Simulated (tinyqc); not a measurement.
Worked calculation: Hubbard chain of 2 sites. One step of it, computed by the program tinyqc.

Task: The many-body Hamiltonian. Basis: all placements (u, d, 2, 0 on each site), up operators ordered before down ones; hops carry the sign of the same-spin electrons passed.

one-body matrix (hopping and site energies) (eV):
```
           1          2
1   0.620000  -1.940000
2  -1.940000  -0.490000
```

U = 7.800000 eV

electrons, up and down: 1  1

Give: H.

Result:

H (eV):
```
         20       ud       du       02
20   9.0400  -1.9400  -1.9400   0.0000
ud  -1.9400   0.1300   0.0000  -1.9400
du  -1.9400   0.0000   0.1300  -1.9400
02   0.0000  -1.9400  -1.9400   6.8200
```
